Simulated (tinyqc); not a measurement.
# Hexagonal on-chip spiral inductor, lumped pi model, step by step

tinyqc, about 0.01 s, one thread, Intel Xeon 2.30GHz (shared host): `OMP_NUM_THREADS=1 python tinyqc.py 2302137 2302138 out.jsonl` Printed values are rounded.

Outer diameter do = di + 2 n wd + 2 (n - 1) sp, mean da = (do + di)/2, fill p = (do - di)/(do + di), length l = 3.464 n da. L = 2.33 mu0 n^2 da/(1 + 3.82 p), mu0 = 4 pi 1e-7 H/m. Rs = rho l/(wd delta (1 - exp(-th/delta))), delta = sqrt(rho/(pi f mu0)). Cs = n wd^2 eps0 eo/hu across the coil. At each end Cox = l wd eps0 eo/(2 ho) leads to the substrate branch Rsi = 2 rs he/(l wd) in parallel with Csi = l wd eps0 11.7/(2 he). With one end grounded Y = 1/(Rs + i w L) + i w Cs + 1/[1/(i w Cox) + 1/(1/Rsi + i w Csi)], w = 2 pi f; Q = -Im Y/Re Y. Eddy currents in neighbouring turns and in the substrate are left out.

Values chosen for this exercise; values of the order met in silicon radio-frequency processes: number of turns n = 6.5; line width wd = 4 um; space between turns sp = 3 um; inner diameter di = 140 um; metal thickness th = 2 um; metal resistivity rho = 2.2 uohm cm; oxide below the coil ho = 4.4 um; oxide between coil and underpass hu = 1.5 um; relative permittivity of the oxide eo = 4.1; substrate resistivity rs = 20 ohm cm; effective spreading depth in the substrate he = 80 um; frequency f = 5.7 GHz.

Constants: eps0 = 8.8541878128e-12 F/m. Results are converted to the units shown.

## Geometry and model elements

do, l, L, delta, Rs, Cs, Cox, Rsi and Csi as defined.

do = 225 um
l = 4109.17 um
L = 11.9478 nH
delta = 0.988767 um
Rs = 26.3421 ohm
Cs = 2.51695 fF
Cox = 67.8054 fF
Rsi = 1946.87 ohm
Csi = 10.6421 fF

Rs is 2.33 times the direct-current value in this empirical form, which overstates the skin effect of a flat slab when delta is near th and so stands in for some current crowding.

## Admittance, quality factor and apparent inductance

Series branch 1/(Rs + i w L), substrate branch, total Y, Q = -Im Y/Re Y, apparent inductance Im(1/Y)/w, metal-only value w L/Rs, share of the loss in the substrate Re(substrate branch)/Re Y.

series branch = 0.14333-2.32817i mS
substrate branch = 0.371326+0.397321i mS
Y = 0.51465-1.84071i mS
Q = 3.57661
apparent inductance = 14.0693 nH
w L/Rs = 16.2440
share of the loss in the substrate = 72.1510 %

Q is 22.0 % of the metal-only value.
